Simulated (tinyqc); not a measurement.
Heavy doping: gap narrowing, degeneracy and the minority density: one step. Two estimates of the size. Five cases, with inputs chosen for the exercise.

Problem. Evaluate both at N.

F_j(eta) = (1/Gamma(j + 1)) integral_0^infinity x^j dx/(1 + exp(x - eta)), which tends to exp(eta) for eta << 0.

Two physical estimates, e2 = e^2/(4 pi eps0), N in 1/angstrom^3: exchange shift at the Fermi level, Ex = (e2/eps) kF/pi with kF = (3 pi^2 N/Mv)^(1/3); screened-pair energy (Lanyon-Tuft), Es = (3/4)(e2/eps) qs with qs^2 = (4 pi e2 N/(eps kT)) F_-1/2(eta)/F_1/2(eta).

Constants: e^2/(4 pi eps0) = 14.39964547 eV angstrom; kB = 8.617333262e-05 eV/K.

Case 1.

Values chosen (gap and densities of states near those of Si at this temperature; narrowing constants near the fits for Si; the results hold for these values, not for the real material): N = 5.7e+18 1/cm^3 (ionised donors, equal to the majority density); eps = 11.6 (dielectric constant); Mv = 6 (majority valleys); T = 300 K.

eta = -1.492816
dEg (empirical fit) = 51.9860 meV

Case 2.

Values chosen (gap and densities of states near those of Si at this temperature; narrowing constants near the fits for Si; the results hold for these values, not for the real material): N = 2.3e+19 1/cm^3 (ionised donors, equal to the majority density); eps = 11.6 (dielectric constant); Mv = 6 (majority valleys); T = 250 K.

eta = 0.472448
dEg (empirical fit) = 75.1519 meV

Case 3.

Values chosen (gap and densities of states near those of GaAs at this temperature; narrowing constants of the size fitted for Si, not for this material; the results hold for these values, not for the real material): N = 1.8e+17 1/cm^3 (ionised donors, equal to the majority density); eps = 12.5 (dielectric constant); Mv = 1 (majority valleys); T = 450 K.

eta = -1.326517
dEg (empirical fit) = 8.5850 meV

Case 4.

Values chosen (gap and densities of states near those of Si at this temperature; narrowing constants near the fits for Si; the results hold for these values, not for the real material): N = 2e+19 1/cm^3 (ionised donors, equal to the majority density); eps = 11.9 (dielectric constant); Mv = 6 (majority valleys); T = 250 K.

eta = 0.277256
dEg (empirical fit) = 71.5576 meV

Case 5.

Values chosen (gap and densities of states near those of Ge at this temperature; narrowing constants of the size fitted for Si, not for this material; the results hold for these values, not for the real material): N = 1e+19 1/cm^3 (ionised donors, equal to the majority density); eps = 16.4 (dielectric constant); Mv = 4 (majority valleys); T = 400 K.

eta = -0.204250
dEg (empirical fit) = 75.7239 meV

Give: kF; Ex; Es.

Solution.

Case 1.

kF = 0.03041 1/angstrom
Ex = 12.02 meV
Es = 52.70 meV

Against the fitted dEg = 52.0 meV, Ex is 0.23 and Es 1.01 times as large; each keeps one mechanism only, and Ex assumes a strongly degenerate gas, while here eta is only -1.49.

Case 2.

kF = 0.04842 1/angstrom
Ex = 19.13 meV
Es = 102.43 meV

Against the fitted dEg = 75.2 meV, Ex is 0.25 and Es 1.36 times as large; each keeps one mechanism only, and Ex assumes a strongly degenerate gas, while here eta is only 0.47.

Case 3.

kF = 0.01747 1/angstrom
Ex = 6.41 meV
Es = 6.80 meV

Against the fitted dEg = 8.6 meV, Ex is 0.75 and Es 0.79 times as large; each keeps one mechanism only, and Ex assumes a strongly degenerate gas, while here eta is only -1.33.

Case 4.

kF = 0.04621 1/angstrom
Ex = 17.80 meV
Es = 93.62 meV

Against the fitted dEg = 71.6 meV, Ex is 0.25 and Es 1.31 times as large; each keeps one mechanism only, and Ex assumes a strongly degenerate gas, while here eta is only 0.28.

Case 5.

kF = 0.04199 1/angstrom
Ex = 11.73 meV
Es = 33.66 meV

Against the fitted dEg = 75.7 meV, Ex is 0.15 and Es 0.44 times as large; each keeps one mechanism only, and Ex assumes a strongly degenerate gas, while here eta is only -0.20.

Computed by tinyqc, one run a case: `OMP_NUM_THREADS=1 python tinyqc.py N N+1 out.jsonl` with N = 1650808, 1650980, 1651105, 1651171, 1651343; one thread of a shared Intel(R) Xeon(R) Processor @ 2.30GHz, about 0.01 s a run at most.
